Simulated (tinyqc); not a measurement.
Lorentz oscillators and the Kramers-Kronig relations, step by step. Values are carried at full precision from step to step, so a last printed digit may differ when a step is redone from the rounded ones.

eps(E) = 1 + sum_j S_j/(E0_j^2 - E^2 - i G_j E).

Constants: hbar c = 1973.269805 eV angstrom; hbar^2/2m0 = 3.80998211 eV angstrom^2; e^2/(4 pi eps0) = 14.39964547 eV angstrom.

Values chosen for the exercise (line positions loosely like those of GaAs; Lorentz tails absorb below the gap, where the real solid is clear; the results hold for these values, not for the real material):

| symbol | value | unit | meaning |
|---|---|---|---|
| E0 | (3.09, 4.93, 6.3) | eV | resonances |
| G | (0.31, 0.72, 1.72) | eV | widths |
| S | (26.7, 76, 58.8) | eV^2 | strengths |
| E | 9.77 | eV | photon energy |
| h | 0.2 | eV | grid step |
| M | 36 |  | grid points E_j = j h |
| i | 7 |  | grid index at which eps1 is wanted |

## Dielectric function at one energy

Evaluate each oscillator and the sum.

terms: -0.3104+0.0109i  -1.0579+0.1046i  -0.9667+0.2913i

eps(E) = -1.3350+0.4068i
eps(0) = 8.4048

## Optical constants

n + i k = sqrt(eps1 + i eps2) with k >= 0; R = ((n - 1)^2 + k^2)/((n + 1)^2 + k^2) at normal incidence from vacuum; alpha = 2 E k/(hbar c), times 1e8 for 1/cm; loss function Im(-1/eps) = eps2/(eps1^2 + eps2^2).

Convert eps at the photon energy E into the optical constants.

n = 0.1741
k = 1.1684
R = 0.7462
alpha = 1.16e+06 1/cm
loss function = 0.2089
vacuum wavelength hc/E (hc = 1239.841984 eV nm) = 126.9 nm

The intensity falls to 1/e within 8.64 nm. eps1 is negative, so k exceeds n, as in a metal below its plasma energy; R is 0.75.

## Absorptive part on the grid

Tabulate eps2 at E_j = j h.

eps2(E_j), j = 1 .. M: 0.0498  0.1010  0.1552  0.2145  0.2812  0.3589  0.4528  0.5712  0.7287  0.9526  1.3013  1.9193  3.2500  7.1429  22.3088  19.3294  6.9764  4.2505  3.7913  4.2646  5.5970  8.2979  13.4910  21.0141  22.2691  15.5663  10.5232  8.2300  7.4262  7.2347  7.0444  6.4976  5.6056  4.6054  3.6964  2.9544

## eps1 at one grid point

Kramers-Kronig: eps1(E) = 1 + (2/pi) P integral_0^infinity E1 eps2(E1)/(E1^2 - E^2) dE1. Maclaurin rule on the grid E_j = j h, j = 1 .. M: eps1(E_i) = 1 + (4 h/pi) sum over j with j - i odd of E_j eps2(E_j)/(E_j^2 - E_i^2); nothing is added above E_M.

List the terms E_j eps2_j/(E_j^2 - E_i^2) for j - i odd, add them and form eps1.

terms in order of j (1/eV): -0.0224  -0.1300  -0.8282  1.5232  0.9339  1.2122  3.4014  7.4703  1.3911  1.2150  2.0983  4.7850  3.2275  1.5676  1.2752  1.0663  0.7072  0.4265

sum = 31.320 1/eV
eps1(E_i) = 8.976

The oscillator formula gives 9.454 at E_i = 1.4 eV. The rule samples every 2h = 0.4 eV against a narrowest width of 0.31 eV and stops at 7.2 eV; coarse sampling and the missing tail make the difference.

## The f-sum on the grid

W(E_M) = (2/pi) h sum_j E_j eps2_j, with half weight on the last point; the full integral equals sum S_j = (hbar omega_p)^2, and the electron density follows from (hbar omega_p)^2 = 8 pi c (e^2/(4 pi eps0)) N with c = hbar^2/2m0.

W(E_M) = 131.87 eV^2
sum S = 161.50 eV^2
share reached on this grid (a step near the line widths can inflate it) = 0.817
hbar omega_p = 12.708 eV
N = 1.17e+23 1/cm^3

## Checks

- The value of eps1 at 9.791 eV from a fine, long grid (with the tail of eps2 ~ 1/E^3 added) against the oscillator formula: both -1.32.

Run: tinyqc, `OMP_NUM_THREADS=1 python tinyqc.py 1680034 1680035 out.jsonl`; Intel(R) Xeon(R) Processor @ 2.30GHz, one thread, shared host; about 0.2 s of CPU time with all checks.
